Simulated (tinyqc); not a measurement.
Sharpness of the interface: valley splitting of a silicon quantum well in envelope theory.

The well lies at 0 < z < L; U(z) = V0 [1/(1 + exp(z/w)) + 1/(1 + exp((L - z)/w))] - e F z, 1 mV/nm = 1e-4 eV/angstrom. The envelope psi solves -(c/ml) psi'' + U psi = E psi, c = hbar^2/2m0, by three-point differences on a grid of 0.1 angstrom from -40 to L + 40 angstrom. The two valleys at +/- k0 couple through D = C0 times the integral of exp(-i q z) U(z) psi^2, q = 2 k0 (2 pi/a), and split by Ev = 2|D|.

Random alloy: with Y(z) = Yw + (Yb - Yw) B(z), B the bracket in U, and in-plane density exp(-r^2/ad^2)/(pi ad^2), D gains a random complex part of variance sigma^2 = (C0^2/pi)(a^2 V0/(8 ad (Yb - Yw)))^2 (4/a) times the integral of psi^4 Y (1 - Y). Alone it gives a mean splitting sqrt(pi) sigma; together with the smooth part the rms splitting is 2 sqrt(|D|^2 + sigma^2).

Constants: hbar^2/2m0 = 3.80998211 eV angstrom^2.

Values chosen for the exercise (near those of a strained Si well in SiGe; shifted at random, so the results belong to these values and not to a real crystal):
- L = 50 angstrom (well width)
- V0 = 0.18 eV (conduction offset)
- ml = 0.928 m0 (mass along z)
- F = 11.7 mV/nm (field pressing towards the upper interface)
- k0 = 0.847 2 pi/a (valley position)
- a = 5.431 angstrom (lattice constant)
- C0 = 0.264 (Bloch overlap factor)
- Yb = 0.28 (Ge share of the barrier)
- Yw = 0 (Ge share of the well)
- ad = 140 angstrom (dot radius)
- ws = (0.4, 0.6, 1, 1.3, 2.2, 2.7, 4.2) angstrom (interface widths)

The smooth part 2|D| and the disorder part against w, beside y/sinh(y) with y = pi q w. The 12 to 88 % width of the step is 4w.

Results:

| w (angstrom) | 4w (angstrom) | 2\|D\| (micro-eV) | y/sinh(y) | sqrt(pi) sigma (micro-eV) |
|---|---|---|---|---|
| 0.4 | 1.6 | 147.59 | 0.42 | 15.3 |
| 0.6 | 2.4 | 64.30 | 0.18 | 16.5 |
| 1.0 | 4.0 | 9.08 | 0.026 | 19.6 |
| 1.3 | 5.2 | 1.88 | 0.0053 | 22.4 |
| 2.2 | 8.8 | 0.02 | 3.5e-05 | 32.2 |
| 2.7 | 10.8 | 0.00 | 2.0e-06 | 38.2 |
| 4.2 | 16.8 | 0.00 | 3.0e-10 | 59.2 |

The smooth part needs a Fourier component of U psi^2 at a wavelength of 3.21 angstrom; from the first row to the third it falls by a factor 16.3, while y/sinh(y) falls by 16.2 (the envelope near the step and the phase between the two interfaces change too). The disorder part goes from 15.3 to 59.2 micro-eV, growing as the electron overlaps more alloy. It takes over between w = 0.6 and 1 angstrom, that is a step 2.4 to 4.0 angstrom wide, with 1.36 angstrom to an atomic layer.

(tinyqc, `OMP_NUM_THREADS=1 python tinyqc.py 1280157 1280158 out.jsonl`, Intel(R) Xeon(R) Processor @ 2.30GHz, 1 thread, shared host, about 0.2 s.)
